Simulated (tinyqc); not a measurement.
Worked calculation: exchange-only LDA atom on a uniform radial grid, spin-unpolarised, for Be. Computed by tinyqc, a small Python program that keeps every step. Settings: Z = 4, points = 64, R = 10.1, functional = Slater exchange alone, mixing = 0.6, iteration cap = 79. Command: `OMP_NUM_THREADS=1 python tinyqc.py 31828 31829 out.jsonl` (the two numbers bound the seeds that draw the settings). One thread of a shared host (Intel(R) Xeon(R) Processor @ 2.60GHz), about 0.02 s of CPU time with the checks. Later iterations appear only in the table of the cycle.

## Iteration 1

Spherical atom on a uniform radial grid r_j = j h with h = R/(N + 1), h sum u^2 = 1 and integrals as h times sums, u(0) = u(R) = 0 (atomic units):
```
parameter            value
Z                        4
points N                64
R                10.100000
h                 0.155385
mixing            0.600000
electrons in 1s          2
electrons in 2s          2
```

Three-point differences turn -u''/2 + [l(l+1)/2r^2 - Z/r + V] u = e u into a tridiagonal matrix (diagonal 1/h^2 + potential, off-diagonal -1/2h^2). D = sum f u^2; the Hartree potential y/r solves y'' = -D/r with y(0) = 0, y(R) = N_e; v_xc comes from rho = D/(4 pi r^2); E = sum f e - int D V + int D (V_H/2 + eps_xc); V(new) = V + mixing (V_H + v_xc - V).

eigenvalues (hartree): [-7.3482, -1.9539]

Every 4th grid point:
```
r         V in     u(1s)      u(2s)         D     V_H       v_xc
0.6215  0.0000    0.8751    -0.1979    1.6098  4.6300    -0.6816
1.2431  0.0000    0.1671    -0.8552    1.5185  2.9113    -0.4211
1.8646  0.0000    0.0239    -0.7031    0.9899  2.0968    -0.2787
2.4862  0.0000    0.0030    -0.4035    0.3256  1.6021    -0.1588
3.1077  0.0000  3.64e-04    -0.1953    0.0763  1.2863    -0.0844
3.7292  0.0000  4.17e-05    -0.0855    0.0146  1.0725    -0.0431
4.3508  0.0000  4.64e-06    -0.0350    0.0025  0.9194    -0.0214
4.9723  0.0000  5.06e-07    -0.0137  3.74e-04  0.8045    -0.0105
5.5938  0.0000  5.44e-08    -0.0052  5.32e-05  0.7151    -0.0051
6.2154  0.0000  5.77e-09    -0.0019  7.16e-06  0.6436    -0.0024
6.8369  0.0000  6.06e-10    -0.0007  9.22e-07  0.5851    -0.0011
7.4585  0.0000  6.31e-11  -2.39e-04  1.14e-07  0.5363    -0.0005
8.0800  0.0000         0  -8.30e-05  1.38e-08  0.4950  -2.52e-04
8.7015  0.0000         0  -2.83e-05  1.60e-09  0.4597  -1.17e-04
9.3231  0.0000         0  -9.02e-06  1.63e-10  0.4290  -5.22e-05
9.9446  0.0000         0  -1.36e-06         0  0.4022  -1.42e-05
```

total energy = -12.023695 hartree

## Iteration 2

As before.

eigenvalues (hartree): [-4.3574, -0.6448]

Every 4th grid point:
```
r         V in     u(1s)      u(2s)         D     V_H       v_xc
0.6215  2.3690    0.9335    -0.0183    1.7436  4.1962    -0.7000
1.2431  1.4941    0.2450    -0.5954    0.8290  2.6467    -0.3442
1.8646  1.0909    0.0514    -0.7159    1.0304  1.9795    -0.2824
2.4862  0.8660    0.0099    -0.6011    0.7227  1.5619    -0.2071
3.1077  0.7211    0.0018    -0.4320    0.3733  1.2741    -0.1432
3.7292  0.6177  3.27e-04    -0.2850    0.1624  1.0691    -0.0961
4.3508  0.5388  5.77e-05    -0.1782    0.0635  0.9184    -0.0634
4.9723  0.4764  1.00e-05    -0.1075    0.0231  0.8042    -0.0414
5.5938  0.4260  1.73e-06    -0.0631    0.0080  0.7150    -0.0269
6.2154  0.3847  2.97e-07    -0.0364    0.0026  0.6435    -0.0173
6.8369  0.3503  5.06e-08    -0.0206    0.0008  0.5851    -0.0111
7.4585  0.3215  8.59e-09    -0.0115  2.64e-04  0.5363    -0.0071
8.0800  0.2969  1.45e-09    -0.0063  7.89e-05  0.4950    -0.0045
8.7015  0.2757  2.45e-10    -0.0033  2.17e-05  0.4597    -0.0028
9.3231  0.2574  4.07e-11    -0.0015  4.51e-06  0.4290    -0.0016
9.9446  0.2413         0  -2.74e-04  1.50e-07  0.4022  -4.87e-04
```

total energy = -12.886226 hartree

## Iteration 3

As before.

eigenvalues (hartree): [-3.5560, -0.2949]

Every 4th grid point:
```
r         V in     u(1s)    u(2s)         D     V_H     v_xc
0.6215  3.0454    0.9447   0.0144    1.7854  4.0148  -0.7055
1.2431  1.9792    0.2681  -0.4705    0.5864  2.5131  -0.3067
1.8646  1.4546    0.0624  -0.6411    0.8299  1.8943  -0.2627
2.4862  1.1593    0.0135  -0.6126    0.7510  1.5176  -0.2098
3.1077  0.9670    0.0028  -0.5062    0.5124  1.2539  -0.1592
3.7292  0.8309    0.0006  -0.3869    0.2994  1.0605  -0.1178
4.3508  0.7285  1.17e-04  -0.2821    0.1592  0.9150  -0.0861
4.9723  0.6482  2.33e-05  -0.1994    0.0795  0.8029  -0.0625
5.5938  0.5833  4.64e-06  -0.1379    0.0380  0.7145  -0.0452
6.2154  0.5296  9.20e-07  -0.0938    0.0176  0.6434  -0.0326
6.8369  0.4845  1.82e-07  -0.0628    0.0079  0.5850  -0.0234
7.4585  0.4461  3.58e-08  -0.0413    0.0034  0.5363  -0.0167
8.0800  0.4131  7.03e-09  -0.0263    0.0014  0.4950  -0.0117
8.7015  0.3844  1.38e-09  -0.0158  4.99e-04  0.4597  -0.0079
9.3231  0.3594  2.66e-10  -0.0080  1.27e-04  0.4290  -0.0048
9.9446  0.3376  2.95e-11  -0.0015  4.64e-06  0.4022  -0.0015
```

total energy = -12.982950 hartree

## Convergence

Stop when input and output potentials agree to 1e-7.

Course of the cycle (hartree):
```
iteration           E    e(1s)    e(2s)  largest |V(out) - V(in)|
1          -12.023695  -7.3482  -1.9539                  6.44e+00
2          -12.886226  -4.3574  -0.6448                  1.64e+00
3          -12.982950  -3.5560  -0.2949                  3.37e-01
4          -12.989629  -3.3746  -0.2010                  6.79e-02
5          -12.989936  -3.3392  -0.1751                  1.67e-02
6          -12.989951  -3.3326  -0.1672                  5.25e-03
7          -12.989951  -3.3312  -0.1646                  1.82e-03
8          -12.989952  -3.3309  -0.1637                  6.66e-04
9          -12.989952  -3.3307  -0.1633                  2.50e-04
10         -12.989952  -3.3307  -0.1632                  9.77e-05
11         -12.989952  -3.3307  -0.1631                  3.90e-05
12         -12.989952  -3.3307  -0.1631                  1.56e-05
13         -12.989952  -3.3307  -0.1631                  6.22e-06
14         -12.989952  -3.3307  -0.1631                  2.48e-06
15         -12.989952  -3.3307  -0.1631                  9.91e-07
16         -12.989952  -3.3307  -0.1631                  3.96e-07
17         -12.989952  -3.3307  -0.1631                  1.58e-07
18         -12.989952  -3.3307  -0.1631                  6.31e-08
```

Converged in 18 iterations. A uniform grid resolves the cusp poorly: for a bare nucleus this grid gives 1s at -7.34816 against -Z^2/2 = -8 hartree. Before convergence this energy mixes input and output and is not variational, so it may rise towards its limit.
